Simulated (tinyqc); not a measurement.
Gaussian against the exact two-step profile: two-step dopant diffusion (predeposition and drive-in) with a constant diffusivity. Computed by tinyqc, a small Python program. Command: `OMP_NUM_THREADS=1 python tinyqc.py 3029742 3029743 out.jsonl dopdiff walk`. One thread of a shared host (Intel(R) Xeon(R) Processor @ 2.30GHz), about 0.08 s of CPU time with the checks.

Fick diffusion into a half space x > 0 whose background doping C_B is of the opposite type, so that a junction lies where C = C_B.

Inputs (values chosen for the exercise, modelled on arsenic in silicon): prefactor D0 = 9.98 cm^2/s; activation energy E = 4.02 eV; surface concentration C_s = 1e+20 1/cm^3; background doping C_B = 1.1e+14 1/cm^3; predeposition temperature T1 = 975 C; predeposition time t1 = 45 min; drive-in temperature T2 = 1150 C; drive-in time t2 = 480 min; ramp rate = 10 C/min; stand-by temperature = 700 C.

Furnace ramps of the drive-in: linear ramps.

Constants: k_B = 8.617333262e-05 eV/K.

Method:
- D = D0 exp(-E/(k_B T)).
- Temperatures in kelvin are T(C) + 273.15.
- Times in seconds are 60 times the minutes.
- One ramp between the stand-by temperature and T2 adds int D dT / rate (40-point Gauss-Legendre); the usual estimate counts it as an extra time k_B T2^2/(E rate) at T2. (Dt)2 = D2 t2 + two ramps, times in seconds.
- C = C_s erfc(x/(2 sqrt(D1 t1))); dose Q = 2 C_s sqrt(D1 t1/pi); the junction solves erfc(z) = C_B/C_s with x_j = 2 z sqrt(D1 t1).
- With a sealed surface and a thin source, C = Q/sqrt(pi (Dt)2) exp(-x^2/(4 (Dt)2)); x_j = 2 sqrt((Dt)2 ln(C(0)/C_B)); gradient at the junction |dC/dx| = C_B x_j/(2 (Dt)2).
- Exact two-step profile: C = (2 C_s/pi) int_0^alpha exp(-beta (1 + u^2))/(1 + u^2) du with alpha = sqrt(D1 t1/(Dt)2), beta = x^2/(4 (D1 t1 + (Dt)2)).
- The integral takes 48 Gauss-Legendre points; solve C(x) = C_B.
- Gaussian: C = Q/sqrt(pi (Dt)2) exp(-x^2/(4 (Dt)2)).
- Depths are fractions of the Gaussian x_j.

surface concentration C(0) (Gaussian) = 1.94176e+18 1/cm^3

junction depth x_j = 2.57707 um

drive-in budget (Dt)2 = 1.69791e-09 cm^2

product D1 t1 = 1.57959e-12 cm^2

exact junction depth = 2.57783 um

Profiles:
```
x/x_j  x (um)  Gaussian (1/cm^3)  exact (1/cm^3)   ratio
0.0    0.0000         1.9418e+18      1.9412e+18  1.0003
0.2    0.5154         1.3132e+18      1.3131e+18  1.0001
0.4    1.0308         4.0617e+17      4.0644e+17  0.9993
0.6    1.5462         5.7457e+16      5.7565e+16  0.9981
0.8    2.0617         3.7174e+15      3.7307e+15  0.9964
1.0    2.5771         1.1000e+14      1.1063e+14  0.9943
1.2    3.0925         1.4887e+12      1.5013e+12  0.9916
```

With D1 t1/(Dt)2 = 9.3e-4, the Gaussian is 0.031 % high at the surface and 0.57 % low at its own junction; the exact junction lies at 2.578 um, 0.029 % deeper. The dose is the same, but the real source already has a width, which is negligible here. Caution: C_s exceeds the intrinsic carrier density of silicon at the predeposition temperature (2e18 to 1e19 per cm^3), where real diffusivities rise with concentration and profiles turn box-like.
